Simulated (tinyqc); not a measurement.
Spectral response: phonon-assisted absorption at an indirect gap.

alpha(E) = sum_j A_j [N_j (E - Eg + w_j)^2 + (N_j + 1)(E - Eg - w_j)^2], each bracket counted only where its base is positive; N_j = 1/(exp(w_j/kB T) - 1). The first term absorbs a phonon and the second emits one; excitons and direct transitions are left out.

Photodiode (Gaertner form with a dead layer): QE = (1 - R) exp(-alpha xj) [1 - exp(-alpha W)/(1 + alpha L)], R = ((nr - 1)/(nr + 1))^2; responsivity = QE/E in A/W for E in eV.

Constants: kB = 8.617333262e-05 eV/K.

Values chosen for the exercise (loosely those of GaP at room temperature; Eg is not tied to T; shifted at random, so the results belong to these values and not to a real crystal):

| symbol | value | unit | meaning |
|---|---|---|---|
| Eg | 2.241 | eV | indirect gap, held fixed unless listed |
| w | (45.2, 13.2) | meV | two zone-edge phonons |
| A | (6500, 340) | 1/(cm eV^2) | their strengths |
| T | 300 | K |  |
| nr | 3.47 |  | refractive index |
| xj | 0.16 | micrometre | dead layer at the surface |
| W | 15 | micrometre | depleted width |
| L | 39 | micrometre | minority diffusion length below it |

Response:

| E (eV) | wavelength (nm) | alpha (1/cm) | 1/alpha (micrometre) | dead layer | collected | QE | A/W |
|---|---|---|---|---|---|---|---|
| 2.26 | 549 | 6.20 | 1.61e+03 | 1.000 | 0.033 | 0.023 | 0.010 |
| 2.30 | 539 | 20.8 | 480 | 1.000 | 0.104 | 0.072 | 0.031 |
| 2.36 | 525 | 98.2 | 102 | 0.998 | 0.376 | 0.261 | 0.111 |
| 2.44 | 508 | 320 | 31.2 | 0.995 | 0.725 | 0.501 | 0.205 |
| 2.54 | 488 | 788 | 12.7 | 0.987 | 0.925 | 0.634 | 0.250 |
| 2.69 | 461 | 1.89e+03 | 5.30 | 0.970 | 0.993 | 0.669 | 0.249 |
| 2.89 | 429 | 4.10e+03 | 2.44 | 0.937 | 1.000 | 0.651 | 0.225 |
| 3.14 | 395 | 8.05e+03 | 1.24 | 0.879 | 1.000 | 0.611 | 0.194 |
| 3.44 | 360 | 1.45e+04 | 0.688 | 0.792 | 1.000 | 0.550 | 0.160 |
| 3.84 | 323 | 2.62e+04 | 0.382 | 0.658 | 1.000 | 0.457 | 0.119 |

QE is highest, 0.669, at 2.69 eV of those listed and the responsivity at 2.54 eV; reflection alone caps QE at 0.695. Near the gap weak absorption limits it (collected share 0.033); at the top the dead layer passes 0.658. Far above the gap the quadratic law and a constant index are only rough; in the real crystal direct transitions take over near 2.8 eV, so the rows above that understate alpha.

Run: tinyqc, `OMP_NUM_THREADS=1 python tinyqc.py 1682394 1682395 out.jsonl`; Intel(R) Xeon(R) Processor @ 2.30GHz, one thread, shared host; about 0.01 s of CPU time with all checks.
